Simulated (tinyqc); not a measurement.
The same layer on three faces: model-solid line-up of a strained alloy layer on a substrate.

All values of the alloy are linear in x but the gap, Eg(x) = (1 - x) Eg_A + x Eg_B - C x (1 - x), and the valence edge, Ev(x) = (1 - x) Ev_A + x Ev_B + fv C x (1 - x); Ec = Ev + Eg. Ev is the top of the unstrained valence band on a scale common to all materials. In the layer only the Gamma valley of the conduction band is followed, also where an X or L valley would lie lower.

Coherent growth: e_par = (a_s - a)/a. (001): e_perp = -2 (C12/C11) e_par; exx = eyy = e_par, ezz = e_perp, no shear. (111): e_perp = -(2 C11 + 4 C12 - 4 C44)/(C11 + 2 C12 + 4 C44) e_par; exx = eyy = ezz = (2 e_par + e_perp)/3 and exy = eyz = ezx = (e_perp - e_par)/3. (110): e_perp = -(C11 + 3 C12 - 2 C44)/(C11 + C12 + 2 C44) e_par; exx = eyy = (e_par + e_perp)/2, ezz = e_par, exy = (e_perp - e_par)/2, eyz = ezx = 0.

Strained edges: Ec + ac tr(e); the valence edges are Ev plus the levels of the 6 x 6 matrix of X, Y, Z times spin with -Dso/3 + l exx + m (eyy + ezz) on the diagonal (cyclic), n exy off it, l = av + 2 b, m = av - b, n = sqrt(3) d. Spin-orbit term (Dso/3) L.sigma on X, Y, Z with (L_k)_ij = -i epsilon_kij: <X+|H|Y+> = -i Dso/3, <X+|H|Z-> = Dso/3, <Y+|H|Z-> = -i Dso/3, <Z+|H|X-> = -Dso/3, <Z+|H|Y-> = i Dso/3, <X-|H|Y-> = i Dso/3, and their conjugates; + and - are the spin along z.

Inputs chosen for the exercise (A near GaP, B near InP, substrate near GaAs; not measured data): a = (5.453, 5.863) angstrom (lattice constant of A, B); Eg = (2.88, 1.413) eV (gap at Gamma to the s-like level of A, B); Dso = (0.08, 0.109) eV (spin-orbit splitting of A, B); Ev = (-1.28, -0.95) eV (top of the unstrained valence band of A, B); ac = (-8.14, -6.04) eV (conduction deformation potential of A, B); av = (1.69, 0.6) eV (valence hydrostatic potential of A, B); b = (-1.62, -1.97) eV (tetragonal shear potential of A, B); d = (-4.61, -4.98) eV (trigonal shear potential of A, B); C11 = (138.8, 102.1) GPa (of A, B); C12 = (62.8, 55.6) GPa (of A, B); C44 = (69.6, 45.4) GPa (of A, B); C = 0.729 eV (bowing of the gap); fv = 0 (share of the bowing taken by the valence edge); a_s = 5.65 angstrom (substrate); x = 0.25 (fraction of B).

Composition and substrate are kept.

Cases:
```
face
(001)
(111)
(110)
```

Rank the cases by gap (eV), lowest first.

Answer: (111), (110), (001).

Results:
```
face,e_perp (%),tr(e) (%),shift of Ec (meV),shift of Ev (meV),valence splitting (meV),gap (eV)
(001),-1.601,1.801,-137.2,117.4,148.3,2.1220
(111),-0.838,2.565,-195.3,152.1,184.6,2.0292
(110),-0.993,2.409,-183.4,145.0,171.7,2.0481
```

The layer yields most along the normal on (001) and least on (111), so the volume change, and with it the shift of Ec, is largest on (111). The valence splitting, set by b on (001), by d on (111) and by both on (110), is largest on (111). The gaps span 93 meV, from (111) to (001).

Run: tinyqc, `OMP_NUM_THREADS=1 python tinyqc.py 1051558 1051559 out.jsonl`; Intel(R) Xeon(R) Processor @ 2.30GHz, one thread, shared host; about 0.02 s of CPU time with all checks.
